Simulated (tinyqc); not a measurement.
What moves the count of states: density of states of one tight-binding band of a chain.

E(k) = -2 t cos(2 pi k) - 2 t2 cos(4 pi k); k in fractions of the reciprocal vectors, mesh k_i = j/N with j = 0 .. N-1. Densities are per cell and per spin, so the band holds one state.

Each interval of the mesh is a segment with E linear in k: n = (E - e1)/(e2 - e1), g = 1/(e2 - e1) between its end values.

Gaussian broadening: g(E) = mean over the mesh of exp(-(E - E_k)^2/(2 sigma^2))/(sigma sqrt(2 pi)), n(E) = mean of erfc((E_k - E)/(sigma sqrt 2))/2.

Parameters, chosen for this exercise:
```
symbol  value  unit  meaning
t       2.45   eV    nearest hopping
t2      0.05   eV    second hopping
E       2.51   eV    energy at which the density is wanted
sigma   0.735  eV    Gaussian width
```

Linear method and Gaussian sum with N = 400.

Results for these values:
```
case  n linear  g linear (1/eV)  n Gaussian  g Gaussian (1/eV)
base    0.6675           0.0783      0.6714             0.0822
```

What happens to each result for E = 2.755 eV, all else kept?

Answer: n linear rises from 0.6675 to 0.6871; g linear rises from 0.0783 to 0.0818; n Gaussian rises from 0.6714 to 0.6922; g Gaussian rises from 0.0822 to 0.0871.

The same for each parameter in turn:
```
case             n linear  g linear (1/eV)  n Gaussian  g Gaussian (1/eV)
base               0.6675           0.0783      0.6714             0.0822
t = 2.695 eV       0.6503           0.0689      0.6528             0.0706
E = 2.755 eV       0.6871           0.0818      0.6922             0.0871
sigma = 1.47 eV    0.6675           0.0783      0.6847             0.0875
t2 = 0.173 eV      0.6569           0.0852      0.6631             0.0914
```

(tinyqc, `OMP_NUM_THREADS=1 python tinyqc.py 1651767 1651768 out.jsonl`, Intel(R) Xeon(R) Processor @ 2.30GHz, 1 thread, shared host, about 0.01 s.)
